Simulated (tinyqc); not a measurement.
# From one set of inputs to another, one input at a time

Model: concentration-dependent dopant diffusion with charged defects and the built-in field. Computed by tinyqc, a small Python program. Command: `OMP_NUM_THREADS=1 python tinyqc.py 3009609 3009610 out.jsonl extrinsic ladder`. One thread of a shared host (Intel(R) Xeon(R) Processor @ 2.30GHz), about 0.9 s of CPU time with the checks.

A constant source C_s feeds a half space. The dopant moves through neutral point defects and through charged ones, whose number grows with the majority carrier density n.

The inputs printed are set A. Set A is modelled on boron in silicon; the values taken over come from a set modelled on arsenic in silicon. Inputs not listed in the table keep their values of set A, so the rows need not describe a real material.

Inputs (values chosen for the exercise, modelled on boron in silicon):
```
quantity,value,unit
neutral prefactor D0x,0.0469,cm^2/s
neutral activation energy E0,3.48,eV
singly charged prefactor D01,0.876,cm^2/s
activation energy E1,3.5,eV
surface concentration C_s,4.9e+19,1/cm^3
junction level C_B,4.1e+16,1/cm^3
temperature T,950,C
time t,140,s
```

Field enhancement: on.

Constants: k_B = 8.617333262e-05 eV/K.

Method:
- n_i = 3.87e16 T^1.5 exp(-7014/T) per cm^3 (T in kelvin, an empirical form); each D = prefactor x exp(-E/(k_B T)); the intrinsic diffusivity D_i is their sum.
- Temperatures in kelvin are T(C) + 273.15.
- n = C/2 + sqrt(C^2/4 + n_i^2); D(C) = h [Dx + D1 (n/n_i)], h = 1 + C/sqrt(C^2 + 4 n_i^2).
- With y = x/sqrt(D_s t), u = C/C_s and q = -(D/D_s) du/dy: du/dy = -q D_s/D, dq/dy = -(y/2) q D_s/D, u(0) = 1. The surface flux q(0) is shot so that u tends to 0 (LSODA, an adaptive multistep solver, relative tolerance 1e-10). Dose Q = 2 q(0) C_s sqrt(D_s t).
- The junction lies where C = C_B.

Each row keeps all changes above it:
```
input moved,from,to,dose Q (1/cm^2),enhancement D_s/D_i,junction in units of sqrt(D_s t)
set A,-,-,1.2800e+14,17.320,1.8830
junction level C_B (1/cm^3),4.1e+16,5.1e+16,1.2800e+14,17.320,1.8698
neutral prefactor D0x (cm^2/s) and neutral activation energy E0 (eV),"0.0469, 3.48","0.0124, 3.44",1.2757e+14,17.914,1.8571
surface concentration C_s (1/cm^3),4.9e+19,9.5e+19,3.4324e+14,34.683,1.7499
time t (s),140,500,6.4867e+14,34.683,1.7499
temperature T (C),950,1100,2.6789e+15,15.635,1.9390
singly charged prefactor D01 (cm^2/s) and activation energy E1 (eV),"0.876, 3.5","33.2, 4.15",1.0707e+15,14.124,1.9858
```

Which inputs carry the difference?

Dose Q goes from 1.28e14 to 1.07e15, a factor 8.36 in all. The largest single move comes from temperature T (a factor 4.13), and singly charged prefactor D01 with activation energy E1 works against it (a factor 0.400). Enhancement D_s/D_i goes from 17.3 to 14.1, a factor 0.815 in all. The largest single move comes from temperature T (a factor 0.451), and surface concentration C_s works against it (a factor 1.94). Junction in units of sqrt(D_s t) goes from 1.88 to 1.99, a factor 1.05 in all. The largest single move comes from temperature T (a factor 1.11), and surface concentration C_s works against it (a factor 0.942). The single moves hold for this order of the switches; the total does not depend on the order.

Caution (all rows): at such concentrations dopants can cluster or exceed their solubility; the active fraction and the diffusivity then fall below the model.

Extremes, crossings and ranges named in words are read from the listed rows.
